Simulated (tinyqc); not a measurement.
Surface photovoltage measurement of the minority-carrier diffusion length in a wafer: one step, computed by the program tinyqc. Command: `OMP_NUM_THREADS=1 python tinyqc.py 3130548 3130549 out.jsonl spv walk`. One thread of a shared host (Intel(R) Xeon(R) Processor @ 2.30GHz), about 0.01 s of CPU time with the checks.

Low injection, steady light, a depletion layer much thinner than 1/alpha and L. The excess density dn is taken at the front edge of the neutral region; light that reaches the back is lost.

Problem. The linear plot. alpha = (84.732/lambda - 76.417)^2 per cm with lambda in micrometre (an empirical fit for silicon between 0.7 and 1.05 micrometre). Thick wafer: dn = Phi L/((S_f + D/L)(L + 1/alpha)). Finite wafer, with s = S_b L/D, w = W/L, a = alpha L: dn = [Phi a/(a^2 - 1)] [a - B - exp(-alpha W)(a - s)/(cosh w + s sinh w)]/(S_f + B D/L), B = (sinh w + s cosh w)/(cosh w + s sinh w). Readings y = (Phi/dn) (1 + noise x g) at 780, 830, 880, 920, 950, 975 and 995 nm; a least-squares line y = c (1/alpha + L_app) gives L_app = intercept/slope.

Inputs (values chosen for the exercise, modelled on p-type silicon at room temperature):
```
quantity                            value        unit
diffusion length L                     76  micrometre
wafer thickness W                     625  micrometre
diffusivity D                        24.9      cm^2/s
front recombination velocity S_f     2500        cm/s
back recombination velocity S_b     30000        cm/s
photon flux entering              2.6e+12  1/(cm^2 s)
relative noise of each reading        0.5           %
```

normal deviates g for the noise: -0.66  -0.04  -1.03  -0.03  0.31  1.72  1.00

Give: the table «Readings» with the columns 1/alpha (micrometre), y (cm/s), line (cm/s), for lambda (nm) = 780, 830, 880, 920, 950, 975, 995; slope; apparent length L_app; error of L_app (rounded to 0.001).

Solution.

Readings:
```
lambda (nm)  1/alpha (micrometre)  y (cm/s)  line (cm/s)
780                           9.6      6487         6483
830                          15.2      6928         6909
880                          25.3      7662         7692
920                          40.7      8865         8873
950                          61.3     10450        10462
975                          90.9     12796        12746
995                         130.9     15803        15826
```

slope = 77.06 cm/(s micrometre)

apparent length L_app = 74.49 micrometre

error of L_app (rounded to 0.001) = -1.989 %

At W/L = 8.2 the finite thickness shifts L_app by less than 0.05 %. S_f scales all readings alike and leaves L_app unchanged.
